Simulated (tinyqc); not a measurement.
Changing the acid diffusivity D: chemically amplified photoresist: aerial image, acid generation, bake, development and line width. Computed by tinyqc, a small Python program. Command: `OMP_NUM_THREADS=1 python tinyqc.py 3006666 3006667 out.jsonl resist sweep`. One thread of a shared host (Intel(R) Xeon(R) Processor @ 2.30GHz), about 0.03 s of CPU time with the checks.

Lines and spaces of pitch p with a two-beam-like image; x = 0 is the middle of the bright space. The resist is positive and treated as uniform in depth.

Inputs (values chosen for the exercise, for a model resist at 193 nm):
```
quantity                                         value     unit
pitch p                                            170       nm
image contrast c                                  0.77        -
mean dose E                                       5.57  mJ/cm^2
Dill parameter C                                 0.048  cm^2/mJ
quencher load q, relative to the acid generator   0.15        -
bake time t                                         90        s
amplification rate k_amp                         0.087      1/s
threshold protection m_th                         0.48        -
development selectivity n                           12        -
largest rate r_max                                 240     nm/s
smallest rate r_min                              0.046     nm/s
resist thickness d                                 160       nm
development time t_d                                45        s
photon energy                                     6.42       eV
absorption coefficient alpha                       1.2     1/um
```

Method:
- Dose E(x) = E [1 + c cos(2 pi x/p)]; acid h = 1 - exp(-C E(x)).
- Bake: the acid image is blurred by a Gaussian of variance sigma^2 = 2 D t (each Fourier term k of h, taken on 64 points, is multiplied by exp(-4 pi^2 k^2 D t/p^2)).
- Cosine coefficients: h(x) = sum_k h_k cos(2 pi k x/p).
- The quencher then removes q, h_eff = max(h_blurred - q, 0); protection m = exp(-k_amp t h_eff).
- Mack rate r = r_max (a + 1)(1 - m)^n/(a + (1 - m)^n) + r_min, a = ((n + 1)/(n - 1))(1 - m_th)^n.
- Edge: vertical development clears the film where r t_d >= d; the space width is twice the x where r = d/t_d.
- Dose sensitivity = d ln(width)/d ln E from widths at 1.005 E and E/1.005; image log-slope at the edge = |d ln E/dx|, normalised by the width (NILS); latitude for 10 % of width = 10 %/sensitivity.
- The edge lies at x = width/2.
- Absorbed photons per volume N = E(edge) alpha/(photon energy), 1 mJ/cm^2 = 62.41509 eV/nm^2, alpha in 1/nm; a Gaussian blur averages over a volume V = (2 sqrt(pi) sigma)^3; relative noise 1/sqrt(N V); edge noise sigma_x = (dh/d ln E) noise/|dh/dx|, with both derivatives of the blurred acid at the edge.

One run for each value; columns: (1) acid diffusivity D (nm^2/s); (2) dose latitude (%); (3) edge noise from photons (nm); (4) space width (nm); (5) blur factor of the first harmonic:
```
(1)      (2)     (3)     (4)      (5)
0.06  14.875  3.3111  93.582  0.99265
0.11  14.792  2.1129  93.570  0.98657
0.20  14.643  1.3626  93.550  0.97571
0.36  14.382  0.8924  93.525  0.95671
0.66  13.900  0.5858  93.506  0.92206
1.20  13.066  0.3984  93.560  0.86283
2.20  11.640  0.2858  93.920  0.76302
4.00   9.451  0.2305  95.268  0.61154
7.20   6.542  0.2323  99.593  0.41264
```

What does the table show, and why?

Over the rows, dose latitude (%) falls from 14.9 to 6.54 (exponent d ln y / d ln x -0.0092 between the first rows and -0.63 between the last); edge noise from photons (nm) goes from 3.31 through a minimum among these rows, 0.231 at 4.00, to 0.232; space width (nm) goes from 93.6 through a minimum among these rows, 93.5 at 0.660, to 99.6. Blur pulls the acid image towards its mean: it flattens the acid slope, averages over more photons, and moves the edge unless the clearing threshold lies at that mean.

Caution (all rows): lateral development, standing waves and the joint diffusion of acid and quencher are left out, so widths are indicative. Caution (all rows): the noise counts photons alone (acid and quencher statistics add to it) and takes the film as thicker than the blur; a thinner film averages in two dimensions only.

Extremes, crossings and ranges named in words are read from the listed rows.
